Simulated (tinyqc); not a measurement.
# Margin needed against array size

Cells fail independently with probability Q(k) = erfc(k/sqrt(2))/2 when the margin is k standard deviations, and Y = exp(-Nb Q(k)). phi = exp(-k^2/2)/sqrt(2 pi).  k solves Y = exp(-Nb Q(k)); the estimate is sqrt(2 ln(Nb/(-ln Y))).

Values chosen for this exercise:
- Y = 0.99 (wanted yield)

Result of one run:
```
allowed Q,k,estimate
1.2268e-6,4.7119,5.2175
```

Which number of cells Nb gave this result: 512, 8192, 536870912 or 8589934592?

Nb = 8192.

The whole series:
```
Nb,allowed Q,k,estimate
512,1.9630e-5,4.1118,4.6559
8192,1.2268e-6,4.7119,5.2175
131072,7.6678e-8,5.2485,5.7243
2097152,4.7924e-9,5.7379,6.1897
33554432,2.9952e-10,6.1907,6.6225
536870912,1.8720e-11,6.6139,7.0287
8589934592,1.1700e-12,7.0126,7.4127
```

A 1.68e7-fold larger array raises k only from 4.11 to 7.01; the last factor of 16 costs 0.40 standard deviations. The estimate, which drops the factor 1/(k sqrt(2 pi)) of the tail, is 13 % above k in the first row and 5.7 % above it in the last.

Computed by the program tinyqc: `OMP_NUM_THREADS=1 python tinyqc.py 2090134 2090135 out.jsonl`, one thread of a shared Intel Xeon 2.30GHz, about 0.01 s for the whole run.
